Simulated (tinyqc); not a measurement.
What each parameter does: metal-induced gap states at the contact of a metal chain and a two-band chain.

The semiconductor alternates sites A at -Eg/2 and C at +Eg/2 with hopping -t; the gap runs from -Eg/2 to Eg/2. In the gap cosh(q a) = 1 + (Eg^2/4 - E^2)/(2 t^2) and the amplitude changes by -exp(-q a) a period. The metal has site energy 0 and hopping -tm; its end site has g_m = (E - i sqrt(4 tm^2 - E^2))/(2 tm^2). Sites 1, 2, ... count into the semiconductor, with energies e1, e2 alternating. The clean half chain has g1 = 1/(E - e1 - t^2 g2), g2 = 1/(E - e2 - t^2 g1), decaying root. With the contact G11 = 1/(1/g1 - tc^2 g_m), and the density on site j is -Im G_jj/pi = |psi_j/psi_1|^2 (-Im G11/pi), per spin, with psi_2/psi_1 = -t g2, psi_3/psi_2 = -t g1.

Constants: e^2/(4 pi eps0) = 14.39964547 eV angstrom.

Values chosen for the exercise (gap and optical dielectric constant near those of GaAs; the chain itself is a model; not measured data): Eg = 1.35 eV (gap); t = 1.91 eV (hopping in the semiconductor); tm = 3.43 eV (hopping in the metal); tc = 2.55 eV (hopping across the contact); end = C (site that touches the metal); a = 4 angstrom (period (two sites); one chain for each area a^2); eps = 10.7 (dielectric constant); E = 0.32 eV (energy from mid-gap).

xi = 1/(2q), summed density, and S = 1/(1 + 4 pi e^2 N xi/eps), N = 2 (summed density)/a^2. Each row changes one parameter from the base and keeps the others.

Results:
```
case           xi (angstrom)  summed density (1/eV)       S
base                   6.453                0.29377  0.1997
Eg = 1.485 eV          5.730                0.26020  0.2409
t = 2.101 eV           7.094                0.29894  0.1824
tm = 3.773 eV          6.453                0.30305  0.1948
tc = 2.805 eV          6.453                0.27208  0.2122
eps = 11.77            6.453                0.29377  0.2154
end = A                6.453                0.23631  0.2368
```

The largest shifts from the base row, up to three for each result and ties (the steps differ in size, so this ranks the rows, not the parameters). xi (angstrom): Eg -0.723, t +0.640; unchanged at the printed digits by tm, tc, eps and end. summed density (1/eV): end -0.05746, Eg -0.03357, tc -0.02169; unchanged at the printed digits by eps. S: Eg +0.0411, end +0.0371, t -0.0173. The decay length belongs to the semiconductor alone; the metal and the contact set only the amplitude.

Program tinyqc; command `OMP_NUM_THREADS=1 python tinyqc.py 1450988 1450989 out.jsonl`; about 0.01 s on one thread of a shared Intel(R) Xeon(R) Processor @ 2.30GHz.
